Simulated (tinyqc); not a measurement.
Semiconductor laser, carrier and photon rate equations: one step of the calculation.

Carrier density N and photon density S in one mode: dN/dt = F1 = eta I/(q V) - (A N + B N^2 + C N^3) - vg g S; dS/dt = F2 = G vg g S + G be B N^2 - S/tp, with g = g0 ln(N/Ntr)/(1 + ec S). Output power P = Fo Eph S V/(G tp). No heating, no carrier transport.

Task. Steady state by Newton steps. Jacobian, with a = g0/(N (1 + ec S)) and d = g/(1 + ec S): J11 = -(A + 2 B N + 3 C N^2) - vg a S, J12 = -vg d, J21 = G vg a S + 2 G be B N, J22 = G vg d - 1/tp. Solve J d = -F and add d to (N, S).

Values chosen for this exercise:
```
symbol,value,unit,meaning
V,2.5e-12,cm^3,active volume
G,0.066,,confinement factor
vg,6.91e9,cm/s,group velocity
g0,2800,1/cm,gain coefficient
Ntr,1.7e18,cm^-3,transparency density
ec,2.2e-17,cm^3,gain compression
tp,2.2,ps,photon lifetime
A,4.5e7,1/s,defect recombination coefficient
B,1.2e-10,cm^3/s,radiative coefficient
C,2.1e-30,cm^6/s,Auger coefficient
be,1.8e-5,,share of spontaneous emission into the mode
eta,0.74,,injection efficiency
I,2.5,mA,drive current
```

Constants: q = 1.602176634e-19 C. Results are converted to the units shown.

(N, S) at the start (Nth and the estimate of S): N (1e18 cm^-3) 2.427, S (1e15 cm^-3) 0.548

Wanted: F1, F2; J; (N, S) after iteration 1.

Result.

F1, F2 (1e27 cm^-3/s): [0.042752, -0.0029174]

J (1/ns):
```
          N        S
F1  -4.9812  -6725.3
F2  0.28490  -10.677
```

(N, S) after iteration 1: N (1e18 cm^-3) 2.4372, S (1e15 cm^-3) 0.54681

tinyqc, about 0.01 s, one thread, Intel Xeon 2.30GHz (shared host): `OMP_NUM_THREADS=1 python tinyqc.py 2840102 2840103 out.jsonl`
